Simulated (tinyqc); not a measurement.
# Inputs raised by 2 %, one at a time

Model: equation-of-state fits to an energy-volume table made by a known binding curve. Computed by tinyqc, a small Python program. Command: `OMP_NUM_THREADS=1 python tinyqc.py 3003296 3003297 out.jsonl eosfit sens`. One thread of a shared host (Intel(R) Xeon(R) Processor @ 2.30GHz), about 0.04 s of CPU time with the checks.

With x = (V/V_0)^(1/3), the energy per atom is E = -D [1 + eta (x - 1)] exp(-eta (x - 1)), so that B0 = D eta^2/(9 V_0) and B' = 1 + 2 eta/3. B' = dB/dP at P = 0.

Inputs (values chosen for the exercise, for a model crystal):
```
quantity                                  value             unit
cohesive energy D                          5.68          eV/atom
true volume V_0                            21.4  angstrom^3/atom
stiffness eta                              3.55                -
half-width of the volume window w          0.04                -
shift of the window centre s             -0.017                -
points N                                      5                -
compression V/V_0 for the pressure test    0.75                -
```

Binding curve: universal binding. Noise: none.

Constants: 1 eV/angstrom^3 = 160.2176634 GPa.

Method:
- B0 and B' from the formulas above; P = -dE/dV at V = c V_0 (c the compression chosen), from the curve itself.
- Table: V_j = V_0 [1 + s + w (2 j/(N - 1) - 1)], j = 0..N-1, rounded to 0.001; E_j from the curve, rounded to 1e-7 eV.
- Third-order Birch-Murnaghan is a cubic in u = V^(-2/3): fit it by linear least squares, find the minimum, and take B0 = V E''(V), B' = -1 - V E'''/E'' there.
- Errors are fitted minus exact, relative; the pressure at c V_0 uses P = (3 B0/2) (x^7 - x^5) [1 + (3/4)(B' - 4)(x^2 - 1)], x = (V0/V)^(1/3) with the fitted values.

Runs:
```
input moved                              from      to  exact B0 (GPa)  exact B'  exact pressure at c V_0 (GPa)  fitted pressure at c V_0 (GPa)
base run                                    -       -          59.547    3.3667                         27.377                          27.411
cohesive energy D (eV/atom)              5.68  5.7936          60.738    3.3667                         27.924                          27.962
true volume V_0 (angstrom^3/atom)        21.4  21.828          58.379    3.3667                         26.840                          26.874
stiffness eta                            3.55   3.621          61.953    3.4140                         28.668                          28.749
half-width of the volume window w        0.04  0.0408          59.547    3.3667                         27.377                          27.407
compression V/V_0 for the pressure test  0.75   0.765          59.547    3.3667                         24.707                          24.736
```

Exponents ln(y'/y) / ln(x'/x):
```
input                                    exact B0  exact B'  exact pressure at c V_0  fitted pressure at c V_0
cohesive energy D                               1     0.000                    1.000                     1.005
true volume V_0                                -1     0.000                   -1.000                    -1.000
stiffness eta                                   2     0.705                    2.328                     2.406
half-width of the volume window w               0     0.000                    0.000                    -0.007
compression V/V_0 for the pressure test         0     0.000                   -5.183                    -5.186
```

Among the inputs moved here: exact B0 answers most in size to stiffness eta (exponent +2.000), next to cohesive energy D (+1.000); its exponent is below 0.0005 for half-width of the volume window w, compression V/V_0 for the pressure test. Its exponent +1.000 in cohesive energy D: B0 scales with the binding energy. Its exponent -1.000 in true volume V_0: B0 is an energy per volume. Exact B' answers most in size to stiffness eta (exponent +0.705); its exponent is below 0.0005 for cohesive energy D, true volume V_0, half-width of the volume window w, compression V/V_0 for the pressure test. Exact pressure at c V_0 answers most in size to compression V/V_0 for the pressure test (exponent -5.183), next to stiffness eta (+2.328); its exponent is below 0.0005 for half-width of the volume window w. Fitted pressure at c V_0 answers most in size to compression V/V_0 for the pressure test (exponent -5.186), next to stiffness eta (+2.406).
